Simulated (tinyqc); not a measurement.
# Tunnelling through a gate dielectric, WKB transmission and Tsu-Esaki current, step by step

Program tinyqc, `OMP_NUM_THREADS=1 python tinyqc.py 2540098 2540099 out.jsonl`; Intel Xeon 2.30GHz, shared host, one thread, about 0.03 s. Printed values are rounded.

Electrons leave the emitter at x = 0. Energies E (motion across the layers) are in eV from the emitter Fermi level; the collector Fermi level lies at -V and offers states at every E. No charge in the dielectric and no image force: F1 = V/t1, U = phi1 - F1 x. With C = hbar^2/(2 m0), kappa = sqrt(m (U - E)/C) where U > E and 0 elsewhere; T(E) = exp(-S), S = 2 times the integral of kappa over x.

Inputs (values chosen for the exercise); dielectric values close to those of silicon dioxide:

| symbol | value | unit | meaning |
|---|---|---|---|
| T | 350 | K | temperature |
| Ef | 0.2 | eV | Fermi energy of the emitter above its band bottom |
| me | 1 | m0 | emitter mass in the supply function |
| phi1 | 3.21 | eV | barrier of layer 1 above the emitter Fermi level at zero bias |
| m1 | 0.51 | m0 | tunnelling mass of layer 1 |
| t1 | 7.1 | nm | thickness of layer 1 |
| V | 5.8 | V | voltage across the dielectric |
| E | 0 | eV | energy of the electron followed |
| nc | 9 |  | cells in each layer |
| Ea | -0.2 | eV | lower end of the energy grid |
| Eb | 0.53 | eV | upper end of the energy grid |
| nE | 11 |  | points of the energy grid |

Constants: q = 1.602176634e-19 C, kB = 1.380649e-23 J/K, hbar = 1.054571817e-34 J s, m0 = 9.1093837015e-31 kg, Vt = kB T/q, hbar^2/(2 m0) = 0.0380998212 eV nm^2. Results are converted to the units shown.

## Fields and band edges

F1 = V/t1, U = phi1 - F1 x.

F1 = 8.16901 MV/cm
U at x = t1 = -2.59 eV

## WKB exponent by the midpoint rule

Cut each layer into nc equal cells, take U and kappa at the cell centres, and sum S = 2 sum kappa h.

```
cell,x (nm),U (eV),kappa (1/nm)
0,0.39444,2.88778,6.21735
1,1.18333,2.24333,5.47987
2,1.97222,1.59889,4.62629
3,2.76111,0.95444,3.57437
4,3.55000,0.31000,2.03706
5,4.33889,-0.33444,0.00000
6,5.12778,-0.97889,0.00000
7,5.91667,-1.62333,0.00000
8,6.70556,-2.26778,0.00000
```

S = 34.6085
T(E) = 9.32683e-16

## WKB exponent in closed form

Each layer adds (2/F) sqrt(m/C) [G(u at its left edge) - G(u at its right edge)] to S, with u = U - E (0 where negative) and G(u) = (2/3) u^1.5. The slope follows from 1/d = -dS/dE.

S = 34.3440
T(E) = 1.21510e-15
energy d over which T(E) grows by a factor e = 0.062311 eV

The midpoint rule gives S = 34.608, so its T(E) is 23 % below this value. The band edge of layer 1 drops below E inside the layer: the barrier there is triangular (the Fowler-Nordheim case).

## Current density on a coarse energy grid

J = J0 times the integral of T(E) N(E) dE, N = ln[(1 + exp(-E/Vt))/(1 + exp((-E - V)/Vt))], J0 = q^2 me m0 kB T/(2 pi^2 hbar^3) (times 1e-4 for A/cm^2 per eV), by Simpson's rule on nE equally spaced points from Ea to Eb.

```
point,E (eV),T(E),N,T(E) N
0,-0.200000,4.66829e-17,6.63247,3.09623e-16
1,-0.127000,1.55149e-16,4.22551,6.55581e-16
2,-0.054000,5.08936e-16,1.94475,9.89756e-16
3,0.019000,1.64756e-15,0.426974,7.03467e-16
4,0.092000,5.26280e-15,0.0462567,2.43440e-16
5,0.165000,1.65853e-14,0.00419945,6.96490e-17
6,0.238000,5.15570e-14,3.73998e-4,1.92822e-17
7,0.311000,1.58066e-13,3.32499e-5,5.25568e-18
8,0.384000,4.77863e-13,2.95558e-6,1.41236e-18
9,0.457000,1.42430e-12,2.62718e-7,3.74189e-19
10,0.530000,4.18458e-12,2.33526e-8,9.77210e-20
```

J0 = 4.88093e8 A/(cm^2 eV)
J = 1.01605e-7 A/cm^2

The integrand peaks at E = -0.0540 eV among these points. A converged quadrature from -Ef to above the barrier gives 1.021e-7 A/cm^2; this grid is 0.49 % below that.
